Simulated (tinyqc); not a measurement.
Surface segregation during layer-by-layer epitaxy: two-layer exchange kinetics and the shape of quantum wells and delta layers: one step, computed by the program tinyqc.

Atoms A and B exchange only between the growing layer and the one below it. B is supplied for N layers, then pure A follows.

Problem. Exchange rates. p1 = nu exp(-E1/(k_B T)) (B up, A down), p2 = nu exp(-(E1 + E_s)/(k_B T)) (B down); time per layer tau = 1/G; K = p1/p2. Temperatures in kelvin are T(C) + 273.15. Dilute equilibrium share passed up per layer R_eq = K/(1 + K).

Inputs (values chosen for the exercise, close to those used for germanium in silicon): barrier E1 for B to move up = 1.68 eV; segregation energy E_s = 0.25 eV; attempt frequency nu = 1 THz; growth rate G = 0.79 layers/s; temperature T = 390 C.

Constants: k_B = 8.617333262e-05 eV/K.

Give: p1; p2; p1 tau; K; R_eq.

Solution.

p1 = 0.17077 1/s

p2 = 0.0021502 1/s

p1 tau = 0.21616

K = 79.422

R_eq = 0.98757

Exchange is slow against growth: segregation is kinetically frozen.
